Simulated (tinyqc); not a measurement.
Worked calculation (part 2 of 2): RHF in the sto-3g basis, for H6, spin multiplicity 1. Computed by tinyqc, a small Python program that keeps every step (integrals from PySCF). Command: `OMP_NUM_THREADS=1 python tinyqc.py 28068 28069 out.jsonl` (the two numbers bound the seeds that draw the settings). One thread of a shared host (Intel(R) Xeon(R) Processor @ 2.60GHz), about 0.05 s of CPU time with the checks.

Geometry (angstrom):
```
atom         x         y         z
H     0.000000  0.000000  0.000000
H     0.000000  0.000000  0.723000
H     0.000000  0.000000  2.245000
H     0.000000  0.000000  2.968000
H     0.000000  0.000000  4.490000
H     0.000000  0.000000  5.212000
```

## Iteration 6 (converged): orbitals

converged F (hartree), order 1H 1s, 2H 1s, 3H 1s, 4H 1s, 5H 1s, 6H 1s:
```
[[-0.378224, -0.606653, -0.095142, -0.021068, -0.000159, -0.001003],
 [-0.606653, -0.397762, -0.199380, -0.095128, -0.005899, -0.000161],
 [-0.095142, -0.199380, -0.400569, -0.611102, -0.095125, -0.021127],
 [-0.021068, -0.095128, -0.611102, -0.400566, -0.199406, -0.095274],
 [-0.000159, -0.005899, -0.095125, -0.199406, -0.398353, -0.607161],
 [-0.001003, -0.000161, -0.021127, -0.095274, -0.607161, -0.378826]]
```

X, order 1H 1s, 2H 1s, 3H 1s, 4H 1s, 5H 1s, 6H 1s:
```
[[-0.590320, -0.867007, 0.660277, -0.349453, 0.379871, 0.222290],
 [0.763366, 0.914956, -0.528268, -0.260046, 0.384369, 0.272495],
 [-1.069629, -0.162419, -0.740680, 0.414780, 0.065215, 0.358207],
 [1.070460, -0.152411, 0.741657, 0.414858, -0.064014, 0.358310],
 [-0.768917, 0.914868, 0.523482, -0.259570, -0.384111, 0.273129],
 [0.595641, -0.868609, -0.655792, -0.348858, -0.379822, 0.222977]]
```

Diagonalise F' = X^T F X, C = X C', fill 3 alpha and 3 beta electrons from the bottom; D = 2 C_occ C_occ^T. Each column has its largest component positive (the first on a tie).

F' = X^T F X (hartree):
```
[[1.012678, 0.000292, -0.005330, -0.000061, -0.025250, 0.000024],
 [0.000292, 0.736044, -0.000303, 0.031585, -0.000064, 0.011937],
 [-0.005330, -0.000303, 0.509338, -0.000130, -0.012935, -0.000025],
 [-0.000061, 0.031585, -0.000130, -0.521166, -0.000111, -0.002765],
 [-0.025250, -0.000064, -0.012935, -0.000111, -0.594834, 0.000086],
 [0.000024, 0.011937, -0.000025, -0.002765, 0.000086, -0.657182]]
```

orbital energies (hartree): [-0.657352, -0.595384, -0.521890, 0.509439, 0.736938, 1.013127]

coefficients C, order 1H 1s, 2H 1s, 3H 1s, 4H 1s, 5H 1s, 6H 1s:
```
[[0.221771, 0.378029, -0.333248, 0.648633, -0.873815, -0.603785],
 [0.257740, 0.390030, -0.289460, -0.523926, 0.910299, 0.763592],
 [0.368809, 0.040768, 0.410286, -0.752309, -0.146780, -1.063095],
 [0.368938, -0.037288, 0.410502, 0.752784, -0.141040, 1.063563],
 [0.259482, -0.390021, -0.287732, 0.521563, 0.910505, -0.767126],
 [0.223467, -0.378356, -0.331559, -0.646357, -0.874925, 0.607228]]
```

D after iteration 6, order 1H 1s, 2H 1s, 3H 1s, 4H 1s, 5H 1s, 6H 1s:
```
[[0.606286, 0.602129, -0.079049, -0.138151, 0.011985, 0.034041],
 [0.602129, 0.604682, -0.015608, -0.076554, -0.003908, 0.011999],
 [-0.079049, -0.015608, 0.612033, 0.605941, -0.076507, -0.138084],
 [-0.138151, -0.076554, 0.605941, 0.612035, -0.015677, -0.079104],
 [0.011985, -0.003908, -0.076507, -0.015677, 0.604473, 0.601905],
 [0.034041, 0.011999, -0.138084, -0.079104, 0.601905, 0.606044]]
```

## Convergence

Stop when the energy changes by less than 1e-09 hartree and every element of the error matrix X^T (F D S - S D F) X is below 9e-06.

Course of the cycle:
```
iteration  E (hartree)     change  largest element of the error matrix
1          -3.19278823          -                             3.72e-01
2          -3.33207333  -1.39e-01                             3.99e-02
3          -3.33322068  -1.15e-03                             5.17e-03
4          -3.33323984  -1.92e-05                             3.76e-04
5          -3.33324001  -1.73e-07                             2.87e-06
6          -3.33324001  -7.95e-12                             2.43e-07
```

PySCF RHF in the same basis = -3.33324001 hartree

Converged in 6 iterations.

## Populations, bond orders and dipole

overlap S, order 1H 1s, 2H 1s, 3H 1s, 4H 1s, 5H 1s, 6H 1s:
```
[[1.000000, 0.671007, 0.078661, 0.019535, 0.000478, 0.000056],
 [0.671007, 1.000000, 0.248800, 0.078661, 0.003172, 0.000480],
 [0.078661, 0.248800, 1.000000, 0.671007, 0.078661, 0.019576],
 [0.019535, 0.078661, 0.671007, 1.000000, 0.248800, 0.078799],
 [0.000478, 0.003172, 0.078661, 0.248800, 1.000000, 0.671662],
 [0.000056, 0.000480, 0.019576, 0.078799, 0.671662, 1.000000]]
```

Mulliken: Z minus the diagonal of D S on the atom; Loewdin: the same with S^(1/2) D S^(1/2); Mayer order: 2 sum_s sum (D(s) S)_ij (D(s) S)_ji over the two atoms.

Charges (e):
```
atom   Mulliken    Loewdin
1H    -0.001409  -0.006866
2H     0.001198   0.006626
3H     0.000199   0.000227
4H     0.000229   0.000246
5H     0.001175   0.006624
6H    -0.001391  -0.006858
```

Mayer bond orders:
```
pair      order
2-1    0.983509
3-1   -0.000810
3-2    0.017127
4-1    0.016410
4-2   -0.000820
4-3    0.968116
5-1   -0.000012
5-2    0.000194
5-3   -0.000820
5-4    0.017103
6-1    0.000900
6-2   -0.000012
6-3    0.016387
6-4   -0.000810
6-5    0.983533
```

dipole moment about the origin, x y z (debye): [0.000000, 0.000000, 0.000083]
